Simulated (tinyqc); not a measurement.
Flow curve at three pumping speeds: Berg model of reactive sputtering of a nitride or oxide: poisoning, hysteresis and pumping speed. Computed by tinyqc, a small Python program. Command: `OMP_NUM_THREADS=1 python tinyqc.py 3025474 3025475 out.jsonl berg walk`. One thread of a shared host (Intel(R) Xeon(R) Processor @ 2.30GHz), about 0.05 s of CPU time with the checks.

A diatomic gas reacts with bare metal on the target and on the collecting surfaces; ions remove metal and compound from the target. theta_t and theta_c are the compound fractions.

Inputs (values chosen for the exercise, close to those used for silicon nitride): ion current density J = 47 mA/cm^2; target area A_t = 130 cm^2; collecting area A_c = 2900 cm^2; metal yield Y_m = 0.57; compound yield Y_c = 0.14; sticking coefficient alpha = 0.85; reactive atoms per metal atom z = 1.33; gas mass M = 28 u; pumping speed S = 280 l/s; gas temperature T = 300 K.

Constants: e = 1.602176634e-19 C; u = 1.6605390666e-27 kg; k_B = 1.380649e-23 J/K.

Method. Ion flux j = J/e; gas flux F = P/sqrt(2 pi M k_B T). Target: (2/z) alpha F (1 - theta_t) = j Y_c theta_t. Sputtered flows F_c = j Y_c theta_t A_t, F_m = j Y_m (1 - theta_t) A_t. Collector: (2/z) alpha F (1 - theta_c) A_c + F_c (1 - theta_c) = F_m theta_c. Gas use Q = alpha F [(1 - theta_t) A_t + (1 - theta_c) A_c] + P S/(k_B T); 1 sccm = 4.4780e17 molecules/s. Rate R = F_m + F_c, given relative to j Y_m A_t. P is a single-valued function of the flow Q only if dQ/dP > 0 everywhere: S must exceed k_B T times the steepest fall of the surface terms with P.

pressure of the steepest fall = 0.0116939 Pa

critical pumping speed = 555.458 l/s

Pressure as the free variable:
```
P (Pa)   theta_t  theta_c  relative rate  Q at S_c/4 (sccm)  Q at S_c (sccm)  Q at 2 S_c (sccm)
0.00058  0.04933  0.23771        0.96278              7.431            7.561              7.735
0.00120  0.09696  0.40398        0.92686             12.177           12.446             12.806
0.00230  0.17066  0.58508        0.87125             16.627           17.144             17.833
0.00410  0.26838  0.73940        0.79754             19.343           20.264             21.492
0.00700  0.38511  0.85151        0.70948             20.026           21.598             23.694
0.01200  0.51776  0.92572        0.60941             19.109           21.805             25.398
0.01900  0.62962  0.96236        0.52502             17.733           22.000             27.690
0.02900  0.72181  0.98104        0.45548             16.596           23.109             31.794
0.04700  0.80788  0.99180        0.39054             16.023           26.579             40.654
0.09400  0.89373  0.99771        0.32578             17.530           38.643             66.794
```

At S_c/4 the flow falls with pressure in 4 of the intervals: as the target poisons, less metal arrives to getter the gas. At 2 S_c it rises throughout. Coverages and rate depend on P alone, not on S. The collector converts before the target (theta_c = 0.85 at theta_t = 0.39), since the metal is spread over a larger area and no ions clean it. The rate tends to Y_c/Y_m = 0.246.
